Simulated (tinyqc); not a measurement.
What moves the zone average: special k points of the hexagonal lattice.

Lattice vectors in units of a: a1 = (1, 0), a2 = (-1/2, sqrt(3)/2); reciprocal vectors b_i with a_i . b_j = 2 pi delta_ij. Mesh: k = sum_i f_i b_i with f_i = (2 j_i + shift)/(2 N), j_i = 0 .. N-1. The point group of the lattice has 12 operations; only those that map the mesh onto itself are used.

A_m(k) = sum over the m-th star of lattice vectors R of cos(k . R), stars in order of length: m = 1: |R|^2 = 1, 6 vectors, such as (1, 1) in the basis a_i; m = 2: |R|^2 = 3, 6 vectors, such as (2, 1) in the basis a_i; m = 3: |R|^2 = 4, 6 vectors, such as (2, 2) in the basis a_i; m = 4: |R|^2 = 7, 12 vectors, such as (3, 2) in the basis a_i; m = 5: |R|^2 = 9, 6 vectors, such as (3, 3) in the basis a_i; m = 6: |R|^2 = 12, 6 vectors, such as (4, 2) in the basis a_i. The zone mean of every A_m is zero.

Test function, the lower band of a two-band insulator: E(k) = -sqrt(D^2 + (e0 - t A_1(k))^2).

Inputs chosen for the exercise: D = 1.03 eV (half gap term); t = 0.67 eV (coupling); e0 = 1.65 eV (offset); N = 5 (points along each reciprocal vector); shift = 0 (half steps).

Mean of E over the mesh, and its error against the unshifted mesh with N = 96.

Results for these values:
```
case  mean (eV)  error (meV)  irreducible points
base    -2.3977        -1.56                   5
```

What happens to each result for shift = 1, all else kept?

Answer: mean rises from -2.3977 to -2.3962; error rises from -1.56 to -0.05; irreducible points rises from 5 to 9.

The same for each parameter in turn:
```
case          mean (eV)  error (meV)  irreducible points
base            -2.3977        -1.56                   5
N = 6           -2.4046        -8.50                   7
shift = 1       -2.3962        -0.05                   9
D = 0.721 eV    -2.2558        -1.20                   5
t = 0.871 eV    -2.7336       -28.96                   5
```

tinyqc: `OMP_NUM_THREADS=1 python tinyqc.py 1651463 1651464 out.jsonl`; about 0.08 s, one thread, shared Intel(R) Xeon(R) Processor @ 2.30GHz.
